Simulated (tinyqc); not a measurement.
Long-channel MOSFET, surface-potential model: one step of the calculation.

n-channel transistor on a uniformly doped p-type body, gradual-channel approximation, constant mobility, Boltzmann statistics, full ionisation. Potentials are counted from the neutral body; V is the electron quasi-Fermi potential, Vsb at the source and Vsb + Vds at the drain. Charges are magnitudes per area.

Task. Surface potential at the source by Newton steps. With V = Vsb: G = psi - Vt + Vt e, e = exp((psi - 2 phiF - Vsb)/Vt); f = Vgs + Vsb - Vfb - psi - gamma sqrt(G); f' = -1 - gamma (1 + e)/(2 sqrt(G)); psi(new) = psi - f/f'.

Inputs (values chosen for the exercise); material values close to those of silicon:
- T = 300 K (temperature)
- Vfb = -0.81 V (flat-band voltage)
- Vsb = 0 V (source-body reverse bias)
- Vgs = 1.59 V (gate-source voltage)

Constants: q = 1.602176634e-19 C, kB = 1.380649e-23 J/K, Vt = kB T/q. Results are converted to the units shown.

psi at the start (the smaller of 2 phiF + Vsb + 4 Vt and the root without inversion charge) = 0.84893400 V
phiF = 0.37276315 V
gamma = 0.20137145 V^0.5

Wanted: G; f; f'; psi after iteration 1.

Result.

G = 2.2345 V
f = 1.2500 V
f' = -4.7448
psi after iteration 1 = 1.1124 V

Numbers from tinyqc (`OMP_NUM_THREADS=1 python tinyqc.py 2360054 2360055 out.jsonl`; about 0.05 s on one thread of a shared Intel Xeon 2.30GHz).
